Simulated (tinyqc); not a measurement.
Stoner model of a band ferromagnet, step by step. Values are carried at full precision from step to step, so a last printed digit may differ when a step is redone from the rounded ones.

Density of states per atom and spin: two humps, D(e) = (M/W) [1 - sp cos(4 pi e/W)]. Levels e -/+ I m/2 for up and down spin, m = n_up - n_down, n_up + n_down = nd. At zero temperature e(N) is the energy below which N states lie, and E(m) = sum over spins of integral e D de - I m^2/4.

Values chosen for the exercise:
```
symbol  value  unit  meaning
W       3.7    eV    band width, e from -W/2 to W/2
M       5            states per atom and spin
nd      7.12         electrons per atom
sp      0.27         shape parameter
I       0.66   eV    Stoner parameter
```

## The paramagnetic state and the Stoner criterion

Find EF from nd/2 states per spin, D(EF) and the product I D(EF); below 1 the susceptibility is enhanced by 1/(1 - I D).

EF = 0.8137 eV
D(EF) = 1.6905 1/eV
I D(EF) = 1.1157

The paramagnet is unstable.

## Energy against moment

Tabulate the splitting that the band needs, e(n_up) - e(n_down), against I m, and E(m) - E(0), at nine moments up to saturation m_max = min(nd, 2M - nd).

Energy curve:
```
m      e(n_up) (eV)  e(n_down) (eV)  difference (eV)  I m (eV)  E - E(0) (meV)
0.000        0.8137          0.8137           0.0000    0.0000             0.0
0.360        0.9192          0.7052           0.2140    0.2376            -2.2
0.720        1.0245          0.5901           0.4343    0.4752            -8.1
1.080        1.1325          0.4643           0.6682    0.7128           -16.1
1.440        1.2466          0.3222           0.9244    0.9504           -22.8
1.800        1.3710          0.1594           1.2117    1.1880           -23.6
2.160        1.5110         -0.0203           1.5313    1.4256           -12.3
2.520        1.6715         -0.1974           1.8689    1.6632            15.6
2.880        1.8500         -0.3555           2.2055    1.9008            61.6
```

dE/dm is half of (difference - I m), so E falls wherever I m exceeds the difference.

## The ground state

Take the lowest of E(0), the stationary points e(n_up) - e(n_down) = I m, and saturation.

m = 1.658 muB
exchange splitting I m = 1.094 eV
E - E(0) = -24.4 meV

n_up, n_down: 4.389  2.731

Both spin bands cross the Fermi level (a weak ferromagnet).

## Checks

- States in the band over M against 1: both 1.000000.

Program tinyqc; command `OMP_NUM_THREADS=1 python tinyqc.py 1680528 1680529 out.jsonl`; about 0.4 s on one thread of a shared Intel(R) Xeon(R) Processor @ 2.30GHz.
